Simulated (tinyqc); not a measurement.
Raising U: Hubbard ring of 6 sites, mean field against exact. Computed by the program tinyqc. Collinear unrestricted mean field (the lowest of 40 random starts) against exact diagonalisation.

one-body matrix (hopping and site energies) (eV):
```
,1,2,3,4,5,6
1,-0.6000,-0.7100,0.0000,0.0000,0.0000,-0.7100
2,-0.7100,-0.1600,-0.7100,0.0000,0.0000,0.0000
3,0.0000,-0.7100,0.1600,-0.7100,0.0000,0.0000
4,0.0000,0.0000,-0.7100,-0.2500,-0.7100,0.0000
5,0.0000,0.0000,0.0000,-0.7100,-0.0400,-0.7100
6,-0.7100,0.0000,0.0000,0.0000,-0.7100,0.2800
```

electrons, up and down: 3  3

Exact and mean-field results (eV):
```
U,U/t,E exact,E mean field,mean |n_up - n_down|,"double occupancy, exact",first gap in the sector
0.3500,0.4930,-5.919798,-5.903546,0.0000,0.2410,1.0800
0.7100,1.0000,-5.418227,-5.350691,0.0000,0.2234,1.0771
1.4200,2.0000,-4.542606,-4.266253,0.0000,0.1874,0.9554
2.1300,3.0000,-3.823213,-3.271277,0.5222,0.1503,0.7366
2.8400,4.0000,-3.258973,-2.661879,0.7460,0.1154,0.5608
4.2600,6.0000,-2.509686,-2.007154,0.8883,0.0655,0.3495
8.5200,12.0000,-1.606883,-1.317263,0.9722,0.0188,0.1615
14.2000,20.0000,-1.215958,-1.035417,0.9900,0.0070,0.0967
```

Estimate the missing row, U = 5.68.

Computed row:
```
U          U/t    E exact  E mean field  mean |n_up - n_down|  double occupancy, exact  first gap in the sector
5.6800  8.0000  -2.073389     -1.665555                0.9373                   0.0398                   0.2495
```

In absolute terms mean field is worst at U/t = 4.0, 0.597 eV too high: at small U it is nearly exact, and at large U it misses only exchange-scale energies. Its local moments set in at U/t = 3.0 of those listed, a broken symmetry that the exact state of a finite cluster with equal spins does not have. Relative to the exact energy its error is 0.3 % at the smallest U, 20 % at most and 15 % at the largest. The double occupancy falls from 0.241 to 0.007.
